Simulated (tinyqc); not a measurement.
Long-channel MOSFET, surface-potential model: two steps of the calculation.

n-channel transistor on a uniformly doped p-type body, gradual-channel approximation, constant mobility, Boltzmann statistics, full ionisation. Potentials are counted from the neutral body; V is the electron quasi-Fermi potential, Vsb at the source and Vsb + Vds at the drain. Charges are magnitudes per area.

Values chosen for this exercise; material values close to those of gallium arsenide:
- T = 273 K (temperature)
- Vfb = -1.08 V (flat-band voltage)
- mu = 580 cm^2/(V s) (channel mobility)
- W = 5 um (gate width)
- L = 1 um (gate length)
- Vsb = 1 V (source-body reverse bias)
- Vgs = 0.76 V (gate-source voltage)
- Vds = 2 V (drain-source voltage)

Constants: q = 1.602176634e-19 C, kB = 1.380649e-23 J/K, Vt = kB T/q. Results are converted to the units shown.

Task 1. Inversion charge along the channel. The surface potential psi at channel potential V solves Vgs + Vsb - Vfb - psi = gamma sqrt(G), G = psi - Vt + Vt exp((psi - 2 phiF - V)/Vt). Charge sheet: Qi = Cox gamma [sqrt(G) - sqrt(psi - Vt)]. Pao-Sah: Qi = (Cox gamma/2) integral from 3 Vt to psi of exp((u - 2 phiF - V)/Vt)/sqrt(G(u, V)) du.

| point | V (V) |
|---|---|
| 0 | 1 |
| 1 | 1.25 |
| 2 | 1.5 |
| 3 | 1.75 |
| 4 | 2 |
| 5 | 2.25 |
| 6 | 2.5 |
| 7 | 2.75 |
| 8 | 3 |

phiF = 0.65142541 V
Cox = 0.81795830 uF/cm^2
gamma = 0.22499827 V^0.5

Wanted: psi; Qi, charge sheet; Qi, Pao-Sah.

Result 1.

| point | psi (V) | Qi, charge sheet (nC/cm^2) | Qi, Pao-Sah (nC/cm^2) |
|---|---|---|---|
| 0 | 2.3998 | 76.347 | 76.707 |
| 1 | 2.4868 | 0.083118 | 0.083521 |
| 2 | 2.4869 | 2.0245e-6 | 2.0343e-6 |
| 3 | 2.4869 | 4.9106e-11 | 4.9344e-11 |
| 4 | 2.4869 | 1.1911e-15 | 1.1969e-15 |
| 5 | 2.4869 | 2.8892e-20 | 2.9032e-20 |
| 6 | 2.4869 | 7.0080e-25 | 7.0419e-25 |
| 7 | 2.4869 | 1.6999e-29 | 1.7081e-29 |
| 8 | 2.4869 | 4.1232e-34 | 4.1431e-34 |

At the source the charge-sheet charge is 0.47 % below the Pao-Sah one.

Task 2. Pao-Sah current by Simpson's rule. I = mu (W/L) integral of Qi dV; Simpson's rule on the 9 points, step Vds/8, weights 1, 4, 2, ..., 4, 1 times step/3.

| point | Qi, Pao-Sah (nC/cm^2) |
|---|---|
| 0 | 76.706888 |
| 1 | 0.083520702 |
| 2 | 2.0343105e-6 |
| 3 | 4.9344164e-11 |
| 4 | 1.1968902e-15 |
| 5 | 2.9031723e-20 |
| 6 | 7.0419239e-25 |
| 7 | 1.7080864e-29 |
| 8 | 4.1431280e-34 |

Find: Pao-Sah current.

Result 2.

Pao-Sah current = 18.62 uA

Gauss-Legendre quadrature on many points gives 15.19 uA, so this value is 23 % above it; the charge-sheet current, 14.84 uA, is 2.3 % below it.

Program tinyqc, `OMP_NUM_THREADS=1 python tinyqc.py 2360129 2360130 out.jsonl`; Intel Xeon 2.30GHz, shared host, one thread, about 0.06 s.
